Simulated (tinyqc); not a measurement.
# Charge pumping in an n-channel transistor: triangular pulses against frequency

The gate is pulsed from accumulation to inversion and back. Energies E are counted from the intrinsic level; Dit(E) = D0 [1 + b (2 E/Eg)^2]. During each edge the traps near the bands emit their carriers, and those between Eh and Ee recombine once a cycle.

For a symmetric triangular wave tr = tf = 1/(2 f). ni = sqrt(Nc Nv) exp(-Eg/(2 Vt)), Eg in volts; emission times te = (dV/Va) tf and th = (dV/Va) tr; Ee = -Vt ln(vth sn ni te), Eh = +Vt ln(vth sp ni th). Nit = integral of Dit from Eh to Ee = D0 [Ee - Eh + 4 b (Ee^3 - Eh^3)/(3 Eg^2)], Qcp = q A Nit, Icp = f Qcp.

Inputs (values chosen for the exercise); band and dielectric values close to those of silicon:
- T = 200 K (temperature)
- Eg = 1.14 eV (band gap)
- Nc = 1.55e19 cm^-3 (conduction-band density of states at 200 K)
- Nv = 1.42e19 cm^-3 (valence-band density of states at 200 K)
- A = 3.6 um^2 (gate area)
- D0 = 2e10 cm^-2 eV^-1 (trap density at midgap)
- b = 1.1 (rise of the trap density towards the band edges)
- sn = 2.2e-16 cm^2 (cross-section for electrons)
- sp = 1.1e-16 cm^2 (cross-section for holes)
- vth = 1.2e7 cm/s (thermal velocity at 200 K, one nominal value for electrons and holes)
- dV = 0.86 V (Vth - Vfb)
- Va = 2.6 V (pulse height)

Constants: q = 1.602176634e-19 C, kB = 1.380649e-23 J/K, Vt = kB T/q. Results are converted to the units shown.

Results:
```
f (Hz)  Ee (eV)  Eh (eV)  Nit (cm^-2)  Icp (pA)  Qcp (fC)
2200     0.3133  -0.3252     1.424e10    0.1807   0.08214
5100     0.3278  -0.3397     1.503e10    0.4421   0.08669
12000    0.3425  -0.3545     1.585e10     1.097   0.09143
26000    0.3558  -0.3678     1.661e10     2.491   0.09582
59000    0.3700  -0.3819     1.744e10     5.934    0.1006
1.3e5    0.3836  -0.3955     1.825e10     13.69    0.1053
6.9e5    0.4124  -0.4243     2.004e10     79.75    0.1156
1.6e6    0.4268  -0.4388     2.098e10     193.6    0.1210
3.5e6    0.4403  -0.4523     2.187e10     441.5    0.1261
```

Estimate the missing row, f = 3e5 Hz.

Computed row:
```
f (Hz)  Ee (eV)  Eh (eV)  Nit (cm^-2)  Icp (pA)  Qcp (fC)
3e5      0.3980  -0.4099     1.914e10     33.11    0.1104
```

With this row back in the table: Qcp rises from 0.0821 to 0.126 fC, by 0.0125 fC a decade between the first two rows and 0.0151 between the last two (2 q A D0 Vt ln 10 = 0.00916 fC): faster edges leave less time for emission and widen the window, so Icp grows faster than f, as f^(1.06).

Range of the model: The Fermi levels of inversion and accumulation are taken to lie beyond Ee and Eh, the flat tops to fill all traps, and no geometric current is added.

Program tinyqc, `OMP_NUM_THREADS=1 python tinyqc.py 2030023 2030024 out.jsonl`; Intel Xeon 2.30GHz, shared host, one thread, about 0.01 s.
